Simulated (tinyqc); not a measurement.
MOS inversion layer, Poisson-Schroedinger loop: one step of the calculation.

Electrons confined at an insulator interface at z = 0, treated as a hard wall; parabolic valleys, Hartree approximation, no image or exchange terms. The depletion charge lies far deeper than the electrons and gives a uniform field q Nd/(eps0 eps_r); the gate balances all charge. Energies are counted from the band edge at the interface.

Problem. Fermi level and occupations. Level k holds N_k = D_k Vt ln(1 + exp((EF - E_k)/Vt)) with D = 2 md1 m0 q/(pi hbar^2) for the set A, D = 4 md2 m0 q/(pi hbar^2) for the set B per eV (spin included); EF is fixed by sum N_k = Ns.

Inputs (values chosen for the exercise); masses and permittivity close to those of silicon (100):
```
symbol,value,unit,meaning
T,400,K,temperature
md1,0.191,m0,in-plane density-of-states mass of set A
md2,0.41,m0,in-plane density-of-states mass of set B
Ns,3.9e11,cm^-2,sheet density of electrons
```

Constants: q = 1.602176634e-19 C, kB = 1.380649e-23 J/K, hbar = 1.054571817e-34 J s, m0 = 9.1093837015e-31 kg, Vt = kB T/q. Results are converted to the units shown.

levels (eV): A1 0.015649794, A2 0.026766975, B1 0.026561037, B2 0.045090681

Wanted: EF; N_k.

Solution.

EF = -0.14091 eV
N_k (cm^-2): A1 5.8286e10, A2 4.2279e10, B1 1.8260e11, B2 1.0684e11

Numbers from tinyqc (`OMP_NUM_THREADS=1 python tinyqc.py 2160132 2160133 out.jsonl`; about 1 s on one thread of a shared Intel Xeon 2.30GHz).
